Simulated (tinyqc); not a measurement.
# Ellipsometry and reflectance of a transparent film on an absorbing substrate: what changes with what

Air (index 1), film, substrate with N2 = n2 - i k2; time factor exp(+i w t). q_j = sqrt(N_j^2 - sin^2 th), root with positive real part. Fresnel coefficients r_s = (q_a - q_b)/(q_a + q_b), r_p = (N_b^2 q_a - N_a^2 q_b)/(N_b^2 q_a + N_a^2 q_b). tan(Psi) exp(i Delta) = R_p/R_s, Delta taken from 0 to 360 degrees.

Parameters, values chosen for the exercise; indices close to those of hafnium oxide on silicon: wavelength lam = 632.8 nm; angle of incidence th = 65 degrees; index of the transparent film n1 = 2.046; film thickness d = 4.7 nm; index of the substrate n2 = 3.882; extinction coefficient of the substrate k2 = 0.019.

Each table varies one quantity; the others keep the values above.

## Psi and Delta against the film thickness

beta = 2 pi d q1/lam, X = exp(-2 i beta), R = (r01 + r12 X)/(1 + r01 r12 X) for p and s. The last column is the derivative of Delta.

Result of one run:
```
d (nm)	Psi (degrees)	Delta (degrees)	|R_p|^2	|R_s|^2	dDelta/dd (degrees/nm)
7	17.85	166.5	0.06573	0.6342	-1.865
```

What becomes of these results when the film thickness d is changed from 7 to 4 nm, all else the same?

Result of the changed run:
```
d (nm)	Psi (degrees)	Delta (degrees)	|R_p|^2	|R_s|^2	dDelta/dd (degrees/nm)
4	17.79	172.1	0.06552	0.6366	-1.871
```

The whole series:
```
d (nm)	Psi (degrees)	Delta (degrees)	|R_p|^2	|R_s|^2	dDelta/dd (degrees/nm)
0	17.76	179.6	0.06541	0.6378	-1.874
1	17.76	177.7	0.06542	0.6377	-1.874
2	17.77	175.8	0.06544	0.6375	-1.873
3	17.77	174.0	0.06547	0.6371	-1.872
4	17.79	172.1	0.06552	0.6366	-1.871
5	17.80	170.2	0.06558	0.6359	-1.869
6	17.82	168.4	0.06565	0.6351	-1.867
7	17.85	166.5	0.06573	0.6342	-1.865
8	17.87	164.6	0.06582	0.6331	-1.863
```

Delta falls from 179.58 to 164.62 degrees while Psi moves from 17.76 to 17.87: Delta changes 131 times as much as Psi. With the slope of the first row an error of 0.01 degree in Delta means 0.0053 nm.

## Effect of the angle of incidence

Same model as above.

dDelta/dd is the derivative of Delta; period lam/(2 q1).

Effect of the angle of incidence:
```
th (degrees)	Psi (degrees)	Delta (degrees)	|R_p|^2	|R_s|^2	dDelta/dd (degrees/nm)	period (nm)
50	31.479	176.67	0.18877	0.50351	-0.67733	166.77
55	27.837	175.54	0.15109	0.54180	-0.90909	168.76
60	23.366	173.82	0.10934	0.58583	-1.2573	170.69
65	17.798	170.78	0.065559	0.63614	-1.8698	172.49
70	10.804	163.14	0.025247	0.69327	-3.3502	174.09
75	3.4138	105.94	0.0026964	0.75777	-4.7929	175.42
80	11.779	15.332	0.036098	0.83012	2.7734	176.43
85	27.060	4.7878	0.23768	0.91077	0.92929	177.05
```

Psi goes from 31.5 through a minimum of 3.41 (at th = 75 among the rows listed) to 27.1 degrees and |R_p|^2 goes from 0.189 through a minimum of 0.00270 (at th = 75 among the rows listed) to 0.238. The slope of Delta is largest in size, 4.79 degrees/nm, at th = 75 among the rows. The bare substrate has its smallest |R_p| near arctan(n2) = 75.6 degrees.

Computed by the program tinyqc: `OMP_NUM_THREADS=1 python tinyqc.py 2870109 2870110 out.jsonl`, one thread of a shared Intel Xeon 2.30GHz, about 0.01 s for the whole run.
